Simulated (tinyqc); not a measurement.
Inside a calculation: donor level screened by free carriers (Yukawa potential). Values are carried at full precision from step to step, so a last printed digit may differ when a step is redone from the rounded ones.

Screening wave number: Debye ks^2 = 4 pi q n/(eps kB T); Thomas-Fermi ks^2 = 6 pi q n/(eps EF) with EF = c (3 pi^2 n/gv)^(2/3)/m, c = hbar^2/2m0; the two are joined by 1/ks^2 = sqrt(1/ks_D^4 + 1/ks_TF^4). 1e18/cm^3 = 1e-6/angstrom^3, q = e^2/(4 pi eps0).

Constants: e^2/(4 pi eps0) = 14.39964547 eV angstrom; kB = 8.617333262e-05 eV/K; hbar^2/2m0 = 3.80998211 eV angstrom^2; Ry = 13.60569312 eV; a0 (Bohr radius) = 0.5291772105 angstrom.

Inputs chosen for the exercise (near those of a donor in Si, with one mean mass; the results hold for these values, not for the real material): m = 0.305 m0 (mass); eps = 12 (dielectric constant); gv = 6 (valleys); T = 400 K (temperature); n = 0.43 x 1e18/cm^3 (free-carrier density).

## Units and screening length

Give Ry* = Ry m/eps^2, a* = a0 eps/m, EF, the three values of ks, and x = ks a*.

Ry* = 28.818 meV
a* = 20.82 angstrom
EF = 2.06 meV

ks: Debye, Thomas-Fermi, joined (1/angstrom): [0.01372, 0.06867, 0.01371]

x = 0.2854

EF/kB T = 0.06, so the Debye value, the smaller one, controls the screening.

## One-parameter trial function

Potential -(q/(eps r)) exp(-ks r), q = e^2/(4 pi eps0). In units Ry* = Ry m/eps^2 and a* = a0 eps/m the problem is [-Laplacian - 2 exp(-x r)/r] psi = E psi with x = ks a*.

For exp(-z r): E(z) = z^2 - 8 z^3/(2z + x)^2 in Ry*. Scan z = 0.5, 0.6, ..., 1.1, then minimise; first order gives -1 + 2x.

Scan (Ry*):
```
z    kinetic  potential        E
0.5   0.2500    -0.6052  -0.3552
0.6   0.3600    -0.7831  -0.4231
0.7   0.4900    -0.9660  -0.4760
0.8   0.6400    -1.1522  -0.5122
0.9   0.8100    -1.3410  -0.5310
1.0   1.0000    -1.5316  -0.5316
1.1   1.2100    -1.7237  -0.5137
```

best z = 0.954
E = -0.5336 Ry*
binding = 15.38 meV

First order in x would give -0.429 Ry*, a rigid shift by q ks/eps; it overstates the loss of binding by 0.104 Ry*.

## Converged levels

Converged values use 18 functions exp(-z r), z = 1.55^i, i = -11 to 6: S = 2/A^3, H = z_i z_j S - 2/(A + x)^2, A = z_i + z_j.

The 1s and 2s levels and the mean radius.

1s = -0.5341 Ry*
binding = 15.39 meV
<r> = 33.3 angstrom
second root = -0.0011 Ry*

The trial function misses by 0.0005 Ry*. Screening leaves 53 % of the bare binding, 0.45 kB T. 2s is still bound.

## Checks

- 1s at x = 0.5 against the known -0.29623 Ry*: both -0.29623.
- 1s at x = 0 against -1: both -1.00000.

Run: tinyqc, `OMP_NUM_THREADS=1 python tinyqc.py 1280927 1280928 out.jsonl`; Intel(R) Xeon(R) Processor @ 2.30GHz, one thread, shared host; about 0.02 s of CPU time with all checks.
